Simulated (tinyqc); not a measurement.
Optical gain and spontaneous emission in a bulk direct-gap semiconductor: sweeps and comparisons. A value that a table varies takes the place of the one given here.

Parabolic bands, vertical transitions, no excitons. For each hole band j: mr = me mj/(me + mj); joint density of states J_j(E) = (mr/c)^(3/2) sqrt(E - Eg)/(2 pi^2), both spins, c = hbar^2/2m0; averaged matrix element |e.p|^2 = m0 Ep/6; alpha_j(E) = 4 pi^2 alpha_f c Ep J_j/(3 nr E) in 1/angstrom (alpha_f the fine-structure constant, listed as alpha among the constants), times 1e8 for 1/cm.

F_j(eta) = (1/Gamma(j + 1)) integral_0^infinity x^j dx/(1 + exp(x - eta)), which tends to exp(eta) for eta << 0.

Quasi-Fermi levels: n = Nc F_1/2(Fc/kT) and p = Nv F_1/2(Fv/kT), Fc counted up from the conduction edge and Fv down from the valence edge; Nc, Nv from N = 2 (m kB T/(4 pi c))^(3/2) with c = hbar^2/2m0, in 1/angstrom^3; times 1e24 for 1/cm^3, with me and (mhh^(3/2) + mlh^(3/2))^(2/3).

For band j the electron sits at Ee = (E - Eg) mr/me above its edge and the hole at Eh = (E - Eg) mr/mj; fe = 1/(1 + exp((Ee - Fc)/kT)), fh = 1/(1 + exp((Eh - Fv)/kT)); gain g = sum_j alpha_j (fe + fh - 1).

Spontaneous rate: R = integral of (nr E/(hbar c))^2/(pi^2 hbar) sum_j alpha_j fe fh dE, with alpha in 1/cm and (nr E/(hbar c))^2 in 1/cm^2 (1e16 per 1/angstrom^2); B = R/(n p); lifetime n/R.

Constants: hbar^2/2m0 = 3.80998211 eV angstrom^2; fine-structure constant alpha = 0.007297352564; kB = 8.617333262e-05 eV/K; hbar = 6.58211957e-16 eV s; hbar c = 1973.269805 eV angstrom.

Parameters, chosen for this exercise (near those of InGaAs; shifted at random, so the results belong to these values and not to a real crystal): Eg = 0.771 eV (direct gap); me = 0.0414 m0 (electron mass); mhh = 0.456 m0 (heavy-hole mass); mlh = 0.0536 m0 (light-hole mass); Ep = 23.3 eV (Kane energy); nr = 3.49 (refractive index); T = 350 K; n = 2e+18 1/cm^3 (injected density, n = p).

## Peak gain against injection

The peak is the largest g over E; a dash marks no gain.

Gain:
```
n (1/cm^3)  Fc (eV)  Fv (eV)  peak gain (1/cm)  peak E - Eg (eV)  B (cm^3/s)
4.5e+17      0.0334  -0.0934                 -                 -    1.11e-10
7.3e+17      0.0586  -0.0786                 -                 -    1.05e-10
1.0e+18      0.0780  -0.0688                20            0.0032    1.00e-10
1.3e+18      0.0967  -0.0606               148            0.0133    9.56e-11
1.6e+18      0.1136  -0.0540               296            0.0230    9.15e-11
2.1e+18      0.1388  -0.0453               539            0.0379    8.58e-11
2.7e+18      0.1661  -0.0370               807            0.0539    8.03e-11
3.6e+18      0.2031  -0.0274              1158            0.0738    7.39e-11
```

transparency density (Fc + Fv = 0) = 9.08e+17 1/cm^3

What does this show?

Gain starts at 9.08e+17 1/cm^3, where Fc = -Fv = 0.0718 eV: with Nv/Nc = 38 the electrons must be degenerate before the holes are. The slope of peak gain against n is 4.25e-16 cm^2 between the first two rows with gain and 3.91e-16 between the last two; the peak moves from 0.0032 to 0.0738 eV above the gap as the bands fill, and B falls by a factor 1.50. Line broadening and gap shrinkage are left out.

## Gain spectrum

At the density n.

Spectrum:
```
E - Eg (eV)  alpha, empty (1/cm)  fe, heavy  fh, heavy  g (1/cm)
0.005                       1662      0.986      0.173       261
0.010                       2336      0.984      0.171       351
0.020                       3262      0.979      0.167       448
0.030                       3945      0.972      0.163       487
0.045                       4743      0.956      0.158       475
0.060                       5378      0.932      0.152       387
0.080                       6064      0.882      0.145       135
0.100                       6624      0.803      0.138      -314
0.130                       7301      0.620      0.129     -1441
0.170                       7994      0.326      0.117     -3529
0.220                       8635      0.096      0.103     -5817
```

Fc + Fv = 0.0872 eV

What does this show?

g is positive below E - Eg = 0.0872 eV; the largest value listed is 487 1/cm at 0.030 eV. At 0.220 eV above the gap g is -0.67 times the absorption of the empty crystal, whose limit is -1.

## Transparency density and B against temperature

Eg is held fixed; B is taken at n = 1e15 1/cm^3.

Results:
```
T (K)  transparency density (1/cm^3)  Fc/kT there  B (cm^3/s)
100                         1.39e+17        2.380    7.74e-10
150                         2.55e+17        2.380    4.25e-10
200                         3.92e+17        2.380    2.79e-10
250                         5.48e+17        2.380    2.01e-10
300                         7.21e+17        2.380    1.54e-10
350                         9.08e+17        2.380    1.23e-10
400                         1.11e+18        2.380    1.02e-10
500                         1.55e+18        2.380    7.40e-11
```

What can be read from the table?

Fc/kT at transparency stays at 2.380, since it depends on Nv/Nc alone, so the density goes as T^1.50. B goes as T^-1.46, against T^-1.5 for non-degenerate carriers: hot carriers spread over k and fewer pairs share a wave vector.

## What moves transparency and gain

Transparency is Fc + Fv = 0; the peak is the largest g over E at the density n (0 if none). Each row changes one parameter from the base and keeps the others.

Results:
```
case                transparency density (1/cm^3)  Fc + Fv (eV)  peak gain (1/cm)
base                                     9.08e+17        0.0872               492
me = 0.0476 m0                           1.04e+18        0.0679               473
mhh = 0.274 m0                           7.09e+17        0.1111               961
Ep = 25.6 eV                             9.08e+17        0.0872               540
T = 390 K                                1.07e+18        0.0745               364
n = 2.6e+18 1/cm^3                       9.08e+17        0.1235               764
nr = 3.66                                9.08e+17        0.0872               469
```

What does this show?

The largest shifts from the base row, up to three for each result and ties (the steps differ in size, so this ranks the rows, not the parameters). transparency density (1/cm^3): mhh -1.99e+17, T +1.60e+17, me +1.36e+17; unchanged at the printed digits by Ep, n and nr. Fc + Fv (eV): n +0.0363, mhh +0.0239, me -0.0192; unchanged at the printed digits by Ep and nr. peak gain (1/cm): mhh +469, n +272, T -128.

Program tinyqc; command `OMP_NUM_THREADS=1 python tinyqc.py 1650754 1650755 out.jsonl`; about 0.08 s on one thread of a shared Intel(R) Xeon(R) Processor @ 2.30GHz.
